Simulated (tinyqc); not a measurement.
Vacuum evaporation: vapour pressure, source flux, thickness distribution, purity and step coverage: one step, computed by the program tinyqc. Command: `OMP_NUM_THREADS=1 python tinyqc.py 3112576 3112577 out.jsonl evap walk`. One thread of a shared host (Intel(R) Xeon(R) Processor @ 2.30GHz), about 0.01 s of CPU time with the checks.

Molecular flow, unit sticking of the metal, no re-evaporation. The background gas is taken as water vapour (18.015 g/mol, collision diameter 0.37 nm) at 300 K.

Problem. Rate and uniformity on a fixed wafer above the source. A small source emits (n + 1) Phi area cos^n(phi)/(2 pi) per solid angle; on a parallel plane at height h and lateral distance l the arrival rate is (n + 1) Phi area/(2 pi h^2) x (1 + (l/h)^2)^(-(n + 3)/2). Growth rate = arrival rate x m/rho, m = M u. The wafer is fixed and centred above the source.

Inputs (values chosen for the exercise, modelled on germanium, with constants for the liquid):
```
quantity                    value    unit
molar mass M                72.63   g/mol
film density rho             5.32  g/cm^3
source temperature T         1490       K
source area                  0.11    cm^2
directionality n                1       -
source-to-wafer distance h     38      cm
wafer radius R                 15      cm
```

flux Phi = 6.842321e+16 1/(cm^2 s)

Constants: u = 1.6605390666e-27 kg.

Give: arrival rate at the centre; growth rate at the centre; edge over centre; non-uniformity (max - min)/(max + min); share of the material that lands on the wafer, 1 - (1 + (R/h)^2)^(-(n + 1)/2).

Solution.

arrival rate at the centre = 1.6591e+12 1/(cm^2 s)

growth rate at the centre = 3.7613e-04 nm/s

edge over centre = 0.74855

non-uniformity (max - min)/(max + min) = 14.380 %

share of the material that lands on the wafer, 1 - (1 + (R/h)^2)^(-(n + 1)/2) = 13.481 %
